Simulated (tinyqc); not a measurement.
# Metal gate on a two-layer dielectric stack with fixed charge and a dipole: what changes with what

Gate, layer 2, layer 1, p-type semiconductor; x runs from the gate inwards. Charges are counted in units of +q. psi is the band bending at the surface, positive towards inversion. Classical charge, Boltzmann statistics, no interface traps.

Inputs (values chosen for the exercise); band and dielectric values close to those of In0.53Ga0.47As, layer 1 close to silicon dioxide, layer 2 close to hafnium oxide:
```
symbol    value   unit                                               meaning
T           350      K                                           temperature
Eg        0.751     eV                                              band gap
eps_r      13.9                                        relative permittivity
Nc      2.61e17  cm^-3                conduction-band density of states at T
Nv      9.79e18  cm^-3                   valence-band density of states at T
chi        4.48     eV                                     electron affinity
Na       3.7e17  cm^-3                                      acceptor density
pM         4.69     eV                       work function of the gate metal
t1          1.8     nm       thickness of layer 1, next to the semiconductor
e1         3.88                             relative permittivity of layer 1
t2          2.2     nm                thickness of layer 2, next to the gate
e2         22.8                             relative permittivity of layer 2
Q1       2.2e11  cm^-2           fixed charge at the semiconductor interface
Q2       6.4e11  cm^-2                       fixed charge between the layers
r1            0  cm^-3                     uniform charge density in layer 1
r2      -2.7e18  cm^-3                     uniform charge density in layer 2
Vd         0.44      V  flat-band shift by a dipole layer between the layers
```

Constants: q = 1.602176634e-19 C, kB = 1.380649e-23 J/K, Vt = kB T/q, eps0 = 8.8541878128e-14 F/cm where lengths are in cm. Results are converted to the units shown.

Each table varies one quantity; the others keep the values above.

## Flat band against the thickness t2

EOT = 3.9 (t1/e1 + t2/e2), Cox = eps0/(t1/e1 + t2/e2); phi_ms = pM - (chi + Eg - Vt ln(Nv/Na)). Vfb = phi_ms + Vd - (q/eps0) [Q1 (t1/e1 + t2/e2) + Q2 t2/e2 + r1 (t1^2/(2 e1) + t1 t2/e2) + r2 t2^2/(2 e2)]: each charge counts with its electrical distance from the gate. ni = sqrt(Nc Nv) exp(-Eg/(2 Vt)), Eg in volts, pB = Vt ln(Na/ni), Vth = Vfb + 2 pB + sqrt(4 q eps0 eps_r Na pB)/Cox.

Results:
```
t2 (nm)  EOT (nm)     Vfb (V)  Vth (V)
1          1.9803   -0.026427  0.81464
2          2.1514   -0.030039  0.82644
3          2.3224   -0.031507  0.84037
4          2.4935   -0.030832  0.85645
5          2.6645   -0.028015  0.87467
6          2.8356   -0.023054  0.89504
8          3.1777  -0.0067054  0.94219
```

Estimate the missing row, t2 = 7 nm.

Computed row:
```
t2 (nm)  EOT (nm)    Vfb (V)  Vth (V)
7          3.0066  -0.015951  0.91754
```

With this row back in the table: Vfb goes from -0.0264 through a minimum of -0.0315 (at t2 = 3 nm among the rows listed) to -0.00671 V and Vth rises from 0.815 to 0.942 V. The slope dVfb/dEOT is -21.1 mV/nm between the first two rows and 54.1 between the last two: the charge inside the growing layer bends the line. A line through the end rows meets EOT = 0 at -0.0590 V, against phi_ms + Vd = -0.00221 V; an effective work function read from it is off by 383 mV from pM.

## Threshold against doping

Same model as above.

Threshold against doping:
```
Na (cm^-3)  phi_ms (V)  2 pB (V)  Qd/Cox (V)  Vth (V)
1.7e16         -0.3493    0.4769     0.03579   0.5751
3.1e16         -0.3674    0.5132     0.05013   0.6076
5.9e16         -0.3868    0.5520     0.07173   0.6486
1.1e17         -0.4056    0.5896      0.1012   0.6969
2.1e17         -0.4251    0.6286      0.1444   0.7596
3.9e17         -0.4438    0.6659      0.2026   0.8364
7.4e17         -0.4631    0.7045      0.2870   0.9401
```

Read the table: what changes, and by how much?

Vth rises from 0.575 to 0.940 V. Of the change, phi_ms + 2 pB gives 114 mV (Vt ln 10 a decade) and the depletion charge 251 mV, growing as Na^(0.55).

Program tinyqc, `OMP_NUM_THREADS=1 python tinyqc.py 2010067 2010068 out.jsonl`; Intel Xeon 2.30GHz, shared host, one thread, about 0.01 s.
